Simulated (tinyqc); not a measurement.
Resistance of a source-drain extension with a graded tip: one step of the calculation.

y runs along the channel, the gate covers y > 0. The doping is N0 for y < y0 and N0 10^(-(y - y0)/la) beyond, uniform over the depth xj. Sheet conductance s(y) = q mu(N) max(N - Nch, 0) xj + (for y > 0) ma Cox Vo, with mu(N) = u0 + (u1 - u0)/(1 + (N/Nr)^au) and Cox = eps0 eox/tox. Current is taken as one-dimensional; depletion of the tip, spreading and the contact are left out. The metallurgical junction lies at yj, where N = Nch.

Task. Sheet resistances and junction position. yj = y0 + la log10(N0/Nch); sheet resistance of the full extension 1/[q mu(N0)(N0 - Nch) xj] and of the gate-induced layer 1/(ma Cox Vo); metallurgical length Lg - 2 yj; ye is where the doped and the gate-induced conductances are equal.

Values chosen for this exercise; mobility law close to that of holes in silicon:

| symbol | value | unit | meaning |
|---|---|---|---|
| eox | 7.41 |  | relative permittivity of the gate insulator (close to silicon nitride) |
| tox | 2.9 | nm | insulator thickness |
| N0 | 1.6e20 | cm^-3 | active doping of the extension far from the gate |
| la | 4.1 | nm/decade | lateral abruptness |
| y0 | 4.5 | nm | position under the gate where the fall begins (gate edge at 0) |
| xj | 21 | nm | depth of the extension |
| Nch | 4.5e17 | cm^-3 | channel doping |
| Vo | 0.63 | V | gate overdrive |
| ma | 60 | cm^2/(V s) | mobility of the gate-induced layer |
| u1 | 470.5 | cm^2/(V s) | mobility at low doping |
| u0 | 44.9 | cm^2/(V s) | mobility at high doping |
| Nr | 2.23e17 | cm^-3 | reference doping |
| au | 0.719 |  | exponent |
| Lg | 60 | nm | gate length |

Constants: q = 1.602176634e-19 C, eps0 = 8.8541878128e-14 F/cm where lengths are in cm. Results are converted to the units shown.

Give: yj; sheet resistance of the extension; sheet resistance of the induced layer; metallurgical length; ye; N at ye.

Result.

yj = 14.959 nm
sheet resistance of the extension = 383.05 ohm/square
sheet resistance of the induced layer = 11693 ohm/square
metallurgical length = 30.083 nm
ye = 11.626 nm
N at ye = 2.9250e18 cm^-3

The gate takes over 3.33 nm before the junction, where N is still 6.50 times the channel doping.

tinyqc, about 0.03 s, one thread, Intel Xeon 2.30GHz (shared host): `OMP_NUM_THREADS=1 python tinyqc.py 2282089 2282090 out.jsonl`
